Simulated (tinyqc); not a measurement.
Coherent transport through a tight-binding region between two chains, step by step. Computed by tinyqc, a small Python program that keeps every step. Settings: temperature = 300, mu = 0.06. Command: `OMP_NUM_THREADS=1 python tinyqc.py 23495 23496 out.jsonl` (the two numbers bound the seeds that draw the settings). One thread of a shared host (Intel(R) Xeon(R) Processor @ 2.60GHz), about 0.08 s of CPU time with the checks.

## Transmission at E = -0.47 eV

H of the central region (eV):
```
[[0.76000, -1.64000, 0.00000],
 [-1.64000, 0.17000, -1.64000],
 [0.00000, -1.64000, 0.21000]]
```

Leads: semi-infinite chains with site energy 0:
```
parameter                           value
lead hopping t (eV)              2.670000
coupling to the left lead (eV)   0.700000
coupling to the right lead (eV)  0.870000
left contact site                       1
right contact site                      3
```

E = -0.47000 eV

Surface Green function g = (E - i sqrt(4 t^2 - E^2)) / (2 t^2); self-energy tc^2 g on each contact site; G = (E - H - Sigma)^(-1); Gamma = -2 Im Sigma; T = Gamma_L Gamma_R |G_LR|^2; local density of states -Im G_ii / pi.

g = -0.03296-0.37308i 1/eV

G (1/eV):
```
[[-0.46987-0.13833i, 0.24656-0.05001i, 0.56609+0.11882i],
 [0.24656-0.05001i, 0.17692-0.06450i, 0.43223+0.02484i],
 [0.56609+0.11882i, 0.43223+0.02484i, -0.39741-0.10912i]]
```

local density of states (1/eV): [0.04403, 0.02053, 0.03473]

transmission = 0.06908

## Transmission across the band

The same steps on a grid of energies.

T(E):
```
E (eV)             T
-5.0730000  1.02e-05
-4.5657000   0.00006
-4.0584000   0.00020
-3.5511000   0.00069
-3.0438000   0.00292
-2.5365000   0.02210
-2.0292000   0.80348
-1.5219000   0.07476
-1.0146000   0.04814
-0.5073000   0.06584
0.0000000    0.18398
0.5073000    0.93944
1.0146000    0.19463
1.5219000    0.08013
2.0292000    0.07679
2.5365000    0.31756
3.0438000    0.06613
3.5511000    0.00503
4.0584000    0.00091
4.5657000    0.00020
5.0730000   3.02e-05
```

levels of the isolated region (eV): [-2.01132, 0.48063, 2.67069]

## Current

I = (2e/h) int T(E) [f(E - mu - V/2) - f(E - mu + V/2)] dE at 300 K with mu = 0.06 eV, the bias not changing H; 2e^2/h = 77.48092 microsiemens; the integral runs over the band on 4001 points.

Current:
```
V (volt)  I (microampere)
0.01000           0.17508
0.05000           0.87681
0.10000           1.76231
0.20000           3.59501
0.40000           7.77377
0.80000          20.06822
```
